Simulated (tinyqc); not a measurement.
Etch lag against aspect ratio: ion-assisted plasma etching: sheath, surface coverage, synergy and aspect-ratio dependence. Computed by tinyqc, a small Python program. Command: `OMP_NUM_THREADS=1 python tinyqc.py 3028568 3028569 out.jsonl etch walk`. One thread of a shared host (Intel(R) Xeon(R) Processor @ 2.30GHz), about 0.07 s of CPU time with the checks.

Radicals adsorb on bare sites; ions remove covered sites with a high yield and bare sites by sputtering; a slow spontaneous reaction acts everywhere, walls included.

Inputs (values chosen for the exercise, close to those used for silicon in a halogen plasma):
```
quantity                                value       unit
plasma density n_e                    1.6e+11     1/cm^3
electron temperature T_e                    2         eV
ion mass M_i                             35.5          u
sheath voltage V                          370          V
radical density n                     1.5e+13     1/cm^3
radical mass M_n                         35.5          u
gas temperature T_g                       600          K
sticking coefficient s                   0.41          -
radicals per removed unit x                 2          -
yield slope b                            0.18  eV^(-1/2)
threshold E_th                             29         eV
sputter slope b_p                       0.013  eV^(-1/2)
sputter threshold E_p                      29         eV
spontaneous reaction probability k_c  2.2e-05          -
solid density N                         5e+22     1/cm^3
ion temperature T_i                      0.75         eV
```

Feature: long trench.

Constants: e = 1.602176634e-19 C; u = 1.6605390666e-27 kg; k_B = 1.380649e-23 J/K; eps_0 = 8.8541878128e-12 F/m.

Method:
- Bohm speed u_B = sqrt(e T_e/M_i); ion flux G_i = 0.61 n_e u_B; radical flux G_n = n c/4 with c = sqrt(8 k_B T_g/(pi M_n)).
- Debye length lambda_D = sqrt(eps_0 T_e/(e n_s)) with n_s = 0.61 n_e, T_e in volts; Child-law sheath d = (sqrt2/3) lambda_D (2 V/T_e)^(3/4); ion energy E = V + T_e/2; angular spread = arctan(sqrt(T_i/E)).
- Yields: Y = b (sqrt(E) - sqrt(E_th)) on covered sites, Y_p = b_p (sqrt(E) - sqrt(E_p)) on bare ones (zero below threshold).
- Steady coverage: s G_n (1 - theta) = x Y G_i theta; removal flux = Y G_i theta + Y_p G_i (1 - theta) + k_c G_n; rate = flux/N, 1 cm/s = 6e8 nm/min.
- Lateral rate = k_c G_n/N; anisotropy = 1 - lateral/vertical; synergy = vertical/(ions alone + radicals alone), with ions alone Y_p G_i/N and radicals alone the lateral rate.
- Transmission of a long trench, rough form: K = (1 + ln(1 + A))/(1 + A + ln(1 + A)), walls that scatter diffusely without loss. With a loss probability S = s (1 - theta) at the floor, G_b/G_n = K/(K + S - K S); theta follows G_b, and the two are solved together. Ions are taken to reach the floor unshadowed; G_b replaces G_n in every term of the rate; A is depth over width.

yield Y = 2.49772

sputter yield Y_p = 0.180391

ion flux G_i = 2.27552e+16 1/(cm^2 s)

radical flux G_n = 2.24326e+17 1/(cm^2 s)

vertical rate = 332.322 nm/min

coverage theta = 0.447243

Floor of the feature:
```
A            K  G_b/G_n    theta  rate (nm/min)  relative rate
0.5    0.73760  0.92293  0.42751         319.83        0.96241
1.0    0.62869  0.87587  0.41475         311.76        0.93811
2.0    0.51203  0.80896  0.39560         299.63        0.90164
5.0    0.35830  0.67839  0.35438         273.54        0.82312
10.0   0.25361  0.54413  0.30568         242.72        0.73038
20.0   0.16821  0.39413  0.24179         202.28        0.60869
50.0   0.08978  0.22093  0.15165         145.23        0.43702
100.0  0.05317  0.13159  0.09623         110.16        0.33148
```

What follows from these numbers?

K falls by a factor 13.9 over the rows and the rate by 2.90. Among these rows the rate stays within 10 % of the open-field value up to A = 2, and falls further as fewer radicals reach the floor. Caution: rows with A above about 1/(2 tan(ion spread)) or 1/sqrt(k_c), often 10 to 30, are formal: ion shadowing, radical loss on the walls, redeposition of sputtered material and, in fluorocarbon plasmas, polymer growth are left out and add to the lag.
